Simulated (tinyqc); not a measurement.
## Thermal resistances of a two-die stack

Inverse problem. Heat leaves through the lower die only, and the system is linear. Find the resistance R1 from the lower die to the coolant, R2 between the dies, and the rise of the upper die when both are powered.

Inputs (values chosen for the exercise): power of the lower die P1 = 23 W; power of the upper die P2 = 5.4 W.

rises of the lower and upper die with only the lower one powered (K): [11.27, 11.27]
rises of the lower and upper die with only the upper one powered (K): [2.646, 4.104]

Answer. With only the lower die powered no heat crosses R2, so both dies rise by P1 R1; the difference in the second test is P2 R2; rises add.

R1 = 0.4900 K/W
R2 = 0.2700 K/W
rise of the upper die = 15.37 K

tinyqc, about 0.03 s, one thread, Intel Xeon 2.30GHz (shared host): `OMP_NUM_THREADS=1 python tinyqc.py 2162131 2162132 out.jsonl`
